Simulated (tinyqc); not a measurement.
# p-n diode with diffusion and depletion-layer recombination: currents and ideality against junction voltage

Abrupt junction in the depletion approximation, low injection, full ionisation, neutral widths fixed, ohmic contact on the p side. Vj is the junction voltage; where a series resistance Rs is given, V = Vj + J Rs is the terminal voltage.

ni = sqrt(Nc Nv) exp(-Eg/(2 Vt)), Eg in volts; D = mu Vt; Ln = sqrt(Dn tn), Lp = sqrt(Dp tp); J0n = q ni^2 Dn coth(wp/Ln)/(Ln Na); J0p = (q ni^2 Dp/(Lp Nd)) (s + tanh(wn/Lp))/(1 + s tanh(wn/Lp)), s = Sp Lp/Dp. J_diff = (J0n + J0p)(exp(Vj/Vt) - 1). Vbi = Vt ln(Na Nd/ni^2), W = sqrt(2 eps0 eps_r (Vbi - Vj)(1/Na + 1/Nd)/q), xp = W Nd/(Na + Nd), xn = W Na/(Na + Nd); u(x) = q Na (x + xp)^2/(2 eps0 eps_r) for x < 0 and Vbi - Vj - q Nd (xn - x)^2/(2 eps0 eps_r) for x > 0; p = Na exp(-u/Vt), n = Nd exp((u - Vbi + Vj)/Vt); U = ni^2 (exp(Vj/Vt) - 1)/(tp (n + ni exp(Et/Vt)) + tn (p + ni exp(-Et/Vt))); J_scr = q times the integral of U from -xp to xn. J = J_diff + J_scr. Ideality = (1/Vt) dVj/d ln J or (1/Vt) dV/d ln J; last column ni^2 exp(Vj/Vt)/N^2.

Parameters, values chosen for the exercise; band and dielectric values close to those of silicon: temperature T = 325 K; band gap Eg = 1.14 eV; relative permittivity eps_r = 11.9; conduction-band density of states at T Nc = 3.11e19 cm^-3; valence-band density of states at T Nv = 3.03e19 cm^-3; acceptor density Na = 3e16 cm^-3; donor density Nd = 3.3e15 cm^-3; electron mobility in the p side mun = 1000 cm^2/(V s); hole mobility in the n side mup = 480 cm^2/(V s); electron lifetime tn = 2e-6 s; hole lifetime tp = 3e-6 s; neutral width of the p side wp = 0.26 um; neutral width of the n side wn = 60 um; recombination velocity at the n contact Sp = 1e7 cm/s; series resistance Rs = 0.00081 ohm cm^2; trap level above the intrinsic level Et = -0.05 eV.

Constants: q = 1.602176634e-19 C, kB = 1.380649e-23 J/K, Vt = kB T/q, eps0 = 8.8541878128e-14 F/cm where lengths are in cm. Results are converted to the units shown.

Results:
```
Vj (V),J_diff (A/cm^2),J_scr (A/cm^2),J (A/cm^2),V (V),ideality against Vj,ideality against V,"minority/doping, lighter side"
0.17,5.031e-6,1.634e-7,5.195e-6,0.1700,1.011,1.011,7.859e-8
0.26,1.254e-4,9.719e-7,1.264e-4,0.2600,1.003,1.003,1.954e-6
0.3,5.231e-4,2.130e-6,5.252e-4,0.3000,1.002,1.002,8.152e-6
0.35,0.003118,5.726e-6,0.003124,0.3500,1.001,1.001,4.860e-5
0.39,0.01301,1.278e-5,0.01302,0.3900,1.000,1.001,2.027e-4
0.43,0.05426,2.892e-5,0.05429,0.4300,1.000,1.002,8.457e-4
0.48,0.3235,8.201e-5,0.3236,0.4803,1.000,1.009,0.005041
0.52,1.349,1.911e-4,1.350,0.5211,1.000,1.039,0.02103
```

Estimate the missing row, Vj = 0.22 V.

Computed row:
```
Vj (V),J_diff (A/cm^2),J_scr (A/cm^2),J (A/cm^2),V (V),ideality against Vj,ideality against V,"minority/doping, lighter side"
0.22,3.005e-5,4.432e-7,3.049e-5,0.2200,1.006,1.006,4.685e-7
```

With this row back in the table: The ideality against Vj falls from 1.01 to 1.00. Diffusion is the larger current in every row. J_scr alone has an ideality of 1.79 between the first two rows and 1.69 between the last two.

Program tinyqc, `OMP_NUM_THREADS=1 python tinyqc.py 2260071 2260072 out.jsonl`; Intel Xeon 2.30GHz, shared host, one thread, about 0.01 s.
